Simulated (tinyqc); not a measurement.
Towards Landau levels: square lattice in a magnetic field (Harper-Hofstadter model).

Landau gauge, lattice period 1: the magnetic cell has q sites j = 0 to q - 1 along x. H_jj = -2 ty cos(ky + 2 pi p j/q), H_(j,j+1) = -tx, and the bond from q - 1 back to 0 is H_(q-1,0) = -tx exp(i q kx). The levels depend on k only through cos(q kx) and cos(q ky), so the band edges lie at (0, 0) and (pi/q, pi/q).

Values chosen for the exercise: tx = 1.8 meV (hopping along x); ty = 1 meV (hopping along y).

Flux 1/Q. Near the bottom of the band the mass gives hbar wc = 4 pi sqrt(tx ty)/Q and E_0 = -2 (tx + ty) + hbar wc/2. For each Q, p = 1 and q = Q.

Lowest band (meV):
```
Q    centre     width      E_0  spacing to band 2  hbar wc
3   -3.4077      1.22  -2.7901             3.4077   5.6199
4   -3.9011     0.434  -3.4926             2.9806   4.2149
6   -4.3852    0.0629  -4.1950             2.0824   2.8099
8   -4.6531   0.00943  -4.5463             1.6813   2.1074
12  -4.9450  0.000222  -4.8975             1.2164   1.4050
20  -5.1957  1.35e-07  -5.1785             0.7749   0.8430
```

Give the missing row, Q = 5.

Computed row:
```
Q   centre  width      E_0  spacing to band 2  hbar wc
5  -4.1861  0.164  -3.9140             2.4119   3.3719
```

The width falls from 1.22 to 1.3e-07 meV, by a factor 2.52 for each unit of Q at the end, so the band turns into a flat level. Its centre lies -0.618 meV from E_0 at Q = 3 and -0.017 meV at Q = 20; the spacing reaches 92 % of hbar wc, the shortfall coming from the non-parabolic band.

Run: tinyqc, `OMP_NUM_THREADS=1 python tinyqc.py 1281513 1281514 out.jsonl`; Intel(R) Xeon(R) Processor @ 2.30GHz, one thread, shared host; about 0.07 s of CPU time with all checks.
